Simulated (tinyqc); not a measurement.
Effective mass of the light-hole band from tabulated energies: one step. Finite differences. The numbers come from values chosen for the exercise (band of an eight-band Kane model near GaSb).

c = hbar^2/2m0. A uniform scatter of up to 0.3 meV has been added to mimic numerical noise.
Constants: hbar^2/2m0 = 3.80998211 eV angstrom^2.

Energies along [111], from the band edge downward:

| k (1/angstrom) | E (meV) |
|---|---|
| 0.0000000 | 0.000000 |
| 0.0056000 | 2.846400 |
| 0.0112000 | 11.781400 |
| 0.0168000 | 26.085300 |
| 0.0224000 | 45.383600 |
| 0.0280000 | 67.893300 |
| 0.0336000 | 93.861700 |
| 0.0392000 | 122.499400 |
| 0.0448000 | 151.810900 |

reference mass (curvature of the model at k = 0.0001 1/angstrom) = 0.0393701 m0

Problem. The band is even in k. m = c k^2/E(k) from the points 1, 2, 4 (k = 0 is point 0); Richardson from points 1 and 2: c/m = [16 E(k1) - E(k2)]/(12 k1^2).

Give: m from points 1, 2, 4; m by Richardson.

Solution.

m from points 1, 2, 4 (m0): 0.04198  0.04057  0.04212

m by Richardson = 0.04247 m0

Errors against the reference: +6.62, +3.04 and +6.99 % and +7.87 %. The extrapolation does not help: a scatter of 0.3 meV is 11 % of the first energy, and the formula weights that point by 4/3.

(tinyqc, `OMP_NUM_THREADS=1 python tinyqc.py 1850060 1850061 out.jsonl`, Intel(R) Xeon(R) Processor @ 2.30GHz, 1 thread, shared host, about 0.01 s.)
